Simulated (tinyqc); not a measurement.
Worked calculation: Hueckel theory of the pi electrons, for the molecule O=c1cccccc1 (SMILES; centres numbered as the heavy atoms are written). One step of it, computed by the program tinyqc.

Question. Energy, charges, bond orders. E = sum n x; q_r = z_r - P_rr; bond order p = P_rs; free valence = sqrt(3) - sum of p over the bonds of the atom.

x values: 2.198691  1.618034  1.246980  0.713538  -0.445042  -0.618034  -1.801938  -1.912229

occupations: 2.000000  2.000000  2.000000  2.000000  0.000000  0.000000  0.000000  0.000000

charge and bond-order matrix P, lower triangle:
```
           1O         2C         3C         4C         5C        6C        7C        8C
1O   1.734631
2C   0.534344   0.829721
3C  -0.185283   0.539585   0.926027
4C  -0.180041   0.138467   0.705352   0.888761
5C   0.143709  -0.180041   0.101201   0.598910   0.903035
6C   0.143709  -0.180041  -0.286484   0.115476   0.687887  0.903035
7C  -0.180041   0.138467  -0.165767  -0.197507   0.115476  0.598910  0.888761
8C  -0.185283   0.539585   0.227444  -0.165767  -0.286484  0.101201  0.705352  0.926027
```

Centres:
```
centre  z_r, pi electrons of the neutral centre         h
1O                                            1  1.000000
2C                                            1  0.000000
3C                                            1  0.000000
4C                                            1  0.000000
5C                                            1  0.000000
6C                                            1  0.000000
7C                                            1  0.000000
8C                                            1  0.000000
```

Bonds:
```
i  j         k
1  2  1.000000
2  3         1
3  4         1
4  5         1
5  6         1
6  7         1
7  8         1
8  2         1
```

Give: pi energy = 8 alpha + this times beta; pi charges; Bond orders and lengths from R = 1.517 - 0.180 p; free valence of the carbons; gap between the highest filled and the next level.

Answer.

pi energy = 8 alpha + this times beta = 11.5545

pi charges: 1O -0.7346, 2C 0.1703, 3C 0.0740, 4C 0.1112, 5C 0.0970, 6C 0.0970, 7C 0.1112, 8C 0.0740

Bond orders and lengths from R = 1.517 - 0.180 p (angstrom, C-C alone):
```
bond       p       R
1-2   0.5343       -
2-3   0.5396  1.4199
3-4   0.7054  1.3900
4-5   0.5989  1.4092
5-6   0.6879  1.3932
6-7   0.5989  1.4092
7-8   0.7054  1.3900
8-2   0.5396  1.4199
```

free valence of the carbons: 2C 0.1185, 3C 0.4871, 4C 0.4278, 5C 0.4453, 6C 0.4453, 7C 0.4278, 8C 0.4871

gap between the highest filled and the next level = 1.1586 |beta|
